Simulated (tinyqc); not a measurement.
Buckled dimers of a reconstructed (001) surface, two dangling bonds a dimer: one step. One k point at the trial buckling. Five cases, with inputs chosen for the exercise.

Problem. Form H, its levels and the weight of the lower one on the up atom, (1 + gm z/sqrt((gm z)^2 + h^2))/2 with h the off-diagonal element; k is given in pi/a.

In a dimer one atom moves up by z and the other down by z; the dangling bond of the up atom (more s-like) falls by gm z and that of the down atom rises by gm z. With all dimers tilted alike: H(k) = [[-gm z - 2 ta cos k, -tp - 2 tx cos k], [., gm z - 2 ta cos k]], k along the row in 1/a. Two electrons a dimer fill the lowest N of the 2N levels on the mesh k_j = (j + 1/2) pi/N. Total energy a dimer: W(z) = (2/N) sum of the filled levels + kf z^2. Repulsion between electrons is left out.

Give: H; levels; weight on the up atom.

Case 1.

Values chosen (of the size met on Si(001); not measured data): tp = 0.15 eV (pi coupling inside a dimer); ta = 0.13 eV (coupling between like atoms along the row); tx = 0.03 eV (diagonal coupling along the row); gm = 1.97 eV/angstrom (shift of a dangling bond with height); z = 0.2 angstrom (a trial buckling); k = 0.67 pi/a (wave vector along the row).

Solution.

H (eV):
```
           up     down
up    -0.2616  -0.1195
down  -0.1195   0.5264
```

levels (eV): -0.2794  0.5441

weight on the up atom = 0.9785

Case 2.

Values chosen (of the size met on Si(001); not measured data): tp = 0.26 eV (pi coupling inside a dimer); ta = 0.22 eV (coupling between like atoms along the row); tx = 0.06 eV (diagonal coupling along the row); gm = 2.2 eV/angstrom (shift of a dangling bond with height); z = 0.2 angstrom (a trial buckling); k = 0.35 pi/a (wave vector along the row).

Solution.

H (eV):
```
           up     down
up    -0.6398  -0.3145
down  -0.3145   0.2402
```

levels (eV): -0.7406  0.3411

weight on the up atom = 0.9068

Case 3.

Values chosen (of the size met on Si(001); not measured data): tp = 0.3 eV (pi coupling inside a dimer); ta = 0.22 eV (coupling between like atoms along the row); tx = 0.05 eV (diagonal coupling along the row); gm = 2.12 eV/angstrom (shift of a dangling bond with height); z = 0.12 angstrom (a trial buckling); k = 0.4 pi/a (wave vector along the row).

Solution.

H (eV):
```
           up     down
up    -0.3904  -0.3309
down  -0.3309   0.1184
```

levels (eV): -0.5534  0.2814

weight on the up atom = 0.8048

Case 4.

Values chosen (of the size met on Si(001); not measured data): tp = 0.23 eV (pi coupling inside a dimer); ta = 0.09 eV (coupling between like atoms along the row); tx = 0.04 eV (diagonal coupling along the row); gm = 1.76 eV/angstrom (shift of a dangling bond with height); z = 0.27 angstrom (a trial buckling); k = 0.31 pi/a (wave vector along the row).

Solution.

H (eV):
```
           up     down
up    -0.5764  -0.2750
down  -0.2750   0.3740
```

levels (eV): -0.6502  0.4478

weight on the up atom = 0.9328

Case 5.

Values chosen (of the size met on Si(001); not measured data): tp = 0.33 eV (pi coupling inside a dimer); ta = 0.22 eV (coupling between like atoms along the row); tx = 0 eV (diagonal coupling along the row); gm = 1.62 eV/angstrom (shift of a dangling bond with height); z = 0.36 angstrom (a trial buckling); k = 0.88 pi/a (wave vector along the row).

Solution.

H (eV):
```
           up     down
up    -0.1741  -0.3300
down  -0.3300   0.9923
```

levels (eV): -0.2610  1.0792

weight on the up atom = 0.9352

Computed by tinyqc, one run a case: `OMP_NUM_THREADS=1 python tinyqc.py N N+1 out.jsonl` with N = 1450821, 1451142, 1451442, 1452216, 1452278; one thread of a shared Intel(R) Xeon(R) Processor @ 2.30GHz, about 0.05 s a run at most.
